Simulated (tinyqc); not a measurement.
Inside a calculation. Model: self-heating of a transistor with one or more fingers, with temperature-dependent conductivity. Computed by tinyqc, a small Python program that keeps every step. Command: `OMP_NUM_THREADS=1 python tinyqc.py 3001953 3001954 out.jsonl selfheat walk`. One thread of a shared host (Intel(R) Xeon(R) Processor @ 2.30GHz), about 0.07 s of CPU time with the checks. Intermediate numbers are printed to about 5 digits and carried at full precision; extremes and crossings named in words are read from the listed rows.

N long parallel fingers lie on the top face of a slab whose bottom is held at T_0; the top is otherwise insulated, and heat flows in two dimensions. P in W/mm is 1000 P in W/m.

Inputs (values chosen for the exercise, modelled on sapphire):

| quantity | value | unit |
|---|---|---|
| conductivity at the base temperature kappa_0 | 29.5 | W/(m K) |
| exponent m in kappa ~ T^-m | 1.25 | - |
| base temperature T_0 | 358 | K |
| power per gate width P | 0.53 | W/mm |
| fingers N | 2 | - |
| finger pitch s | 39 | micrometre |
| width of the heat source w | 0.77 | micrometre |
| substrate thickness t | 120 | micrometre |
| phonon free path Lambda | 17 | nm |
| heat capacity C | 3.05 | 1e6 J/(m^3 K) |
| pulse length | 100 | microsecond |

Power: fixed power.

## Geometry factors

A line source of power P on the top face raises the top at distance x by (P/(pi kappa_0)) g(x), g(x) = -ln tanh(pi x/(4 t)) (the image sum for the slab). On a strip of width w the centre sees the mean of g over the strip, g_0 = 1 + ln(8 t/(pi w)) for w much below t.

own factor g_0 = 6.9836

g(j s), j = 1..7: 1.3869  0.7543  0.4393  0.2610  0.1561  0.0936  0.0561

## Linear temperature rise of each finger

theta_i = (P/(pi kappa_0)) [g_0 + sum over j != i of g(|i - j| s)], with equal powers and constant conductivity; thermal resistance = largest theta/P.

theta of each finger (K): 47.869  47.869

largest theta = 47.869 K

thermal resistance = 90.319 K mm/W

## Correction for the falling conductivity

Kirchhoff transformation for kappa = kappa_0 (T/T_0)^-m: T = T_0 [1 - (m - 1) theta/T_0]^(-1/(m - 1)), where theta is the linear rise. The bracket vanishes at the power P T_0/((m - 1) theta).

peak temperature = 410.15 K

true rise = 52.153 K

true rise / linear rise = 1.0895

power at which the formula diverges = 15.855 W/mm

The falling conductivity adds 9.0 % to the rise.

## Extra rise from ballistic phonons

Near a source smaller than the free path, Fourier's law overstates the flow. Rough estimate: a strip that emits phonons into a half space adds a resistance times area of 4 Lambda/(3 kappa_0), from the ballistic flux C v Delta T/4 with kappa_0 = C v Lambda/3, so Delta T_b = 4 Lambda P/(3 kappa_0 w); Knudsen number Lambda/w.

Knudsen number = 0.022078

ballistic rise Delta T_b = 0.52887 K

Delta T_b / largest theta = 0.011048

By this estimate the ballistic term is at most a fifth of the Fourier rise.

## Rise at the end of a pulse

After switching on, theta(tau) = (P D/kappa_0) int_0^tau X(u) Z(u) du at the hottest finger, D = kappa_0/C; X = sum over fingers at distance x of [erf((x + w/2)/r) - erf((x - w/2)/r)]/(2 w), Z = sum_(j=-200..200) (-1)^j exp(-(2 j t/r)^2)/sqrt(pi D u), r = 2 sqrt(D u); trapezoid rule on 300 points evenly spaced in ln u from u_0 = 1e-3 min(tau, w^2/D) to tau, plus the exact piece 2 sqrt(u_0/(pi D))/w below u_0. Conductivity and power are held at their base values here, and Fourier's law is used even where the diffusion length is near a phonon free path.

diffusivity D = 9.6721 micrometre^2/microsecond

diffusion length sqrt(D tau) = 31.100 micrometre

linear rise after the pulse = 35.19 K

share of the steady rise = 0.7351

## Rise against time

The formulas are those given above.

Heating curve:

| time (microsecond) | sqrt(D time) (micrometre) | rise (K) | share of the steady rise |
|---|---|---|---|
| 0.0015 | 0.12045 | 3.1621 | 0.06606 |
| 0.015 | 0.38090 | 8.2055 | 0.1714 |
| 0.15 | 1.2045 | 14.579 | 0.3046 |
| 1.5 | 3.8090 | 21.141 | 0.4417 |
| 15 | 12.045 | 27.784 | 0.5804 |
| 74 | 26.753 | 33.784 | 0.7058 |
| 300 | 53.867 | 40.799 | 0.8523 |
| 890 | 92.780 | 45.934 | 0.9596 |
| 2200 | 145.87 | 47.711 | 0.9967 |

Half the steady rise is reached between 1.5 and 15 microseconds, and the last row holds 99.7 % of it; the slowest time constant is 4 t^2/(pi^2 D) = 603 microseconds. While the diffusion length lies between w and the pitch or thickness, the rise grows as the logarithm of time; once it nears the pitch of 39 micrometre the neighbours add their heat.

Checks made by the program: g(s) against the alternating image sum (relative difference 9e-07); Kirchhoff integral of kappa/kappa_0 from T_0 to T (relative difference below 1e-10); long-time limit against the steady rise (relative difference 1e-05).
